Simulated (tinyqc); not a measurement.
Hueckel theory of the pi electrons, for the molecule C=CC=CC=CC=C (SMILES; centres numbered as the heavy atoms are written), step by step. One step of it, computed by the program tinyqc.

Question. Energy, charges, bond orders. E = sum n x; q_r = z_r - P_rr; bond order p = P_rs; free valence = sqrt(3) - sum of p over the bonds of the atom.

x values: [1.879385, 1.532089, 1.000000, 0.347296, -0.347296, -1.000000, -1.532089, -1.879385]

occupations: [2.000000, 2.000000, 2.000000, 2.000000, 0.000000, 0.000000, 0.000000, 0.000000]

charge and bond-order matrix P, order 1C, 2C, 3C, 4C, 5C, 6C, 7C, 8C:
```
[[1.000000, 0.862086, 0.000000, -0.367267, 0.000000, 0.263287, 0.000000, -0.229353],
 [0.862086, 1.000000, 0.494818, 0.000000, -0.103980, 0.000000, 0.033934, 0.000000],
 [0.000000, 0.494818, 1.000000, 0.758105, 0.000000, -0.333333, 0.000000, 0.263287],
 [-0.367267, 0.000000, 0.758105, 1.000000, 0.528752, 0.000000, -0.103980, 0.000000],
 [0.000000, -0.103980, 0.000000, 0.528752, 1.000000, 0.758105, 0.000000, -0.367267],
 [0.263287, 0.000000, -0.333333, 0.000000, 0.758105, 1.000000, 0.494818, 0.000000],
 [0.000000, 0.033934, 0.000000, -0.103980, 0.000000, 0.494818, 1.000000, 0.862086],
 [-0.229353, 0.000000, 0.263287, 0.000000, -0.367267, 0.000000, 0.862086, 1.000000]]
```

Centres:
```
centre  z_r, pi electrons of the neutral centre         h
1C                                            1  0.000000
2C                                            1  0.000000
3C                                            1  0.000000
4C                                            1  0.000000
5C                                            1  0.000000
6C                                            1  0.000000
7C                                            1  0.000000
8C                                            1  0.000000
```

Bonds:
```
i  j  k
1  2  1
2  3  1
3  4  1
4  5  1
5  6  1
6  7  1
7  8  1
```

Give: pi energy = 8 alpha + this times beta; pi charges; Bond orders and lengths from R = 1.517 - 0.180 p; free valence of the carbons; gap between the highest filled and the next level.

Answer.

pi energy = 8 alpha + this times beta = 9.518

pi charges: [0.000, 0.000, 0.000, 0.000, 0.000, 0.000, 0.000, 0.000]

Bond orders and lengths from R = 1.517 - 0.180 p (angstrom, C-C alone):
```
bond      p      R
1-2   0.862  1.362
2-3   0.495  1.428
3-4   0.758  1.381
4-5   0.529  1.422
5-6   0.758  1.381
6-7   0.495  1.428
7-8   0.862  1.362
```

free valence of the carbons: [0.870, 0.375, 0.479, 0.445, 0.445, 0.479, 0.375, 0.870]

gap between the highest filled and the next level = 0.695 |beta|
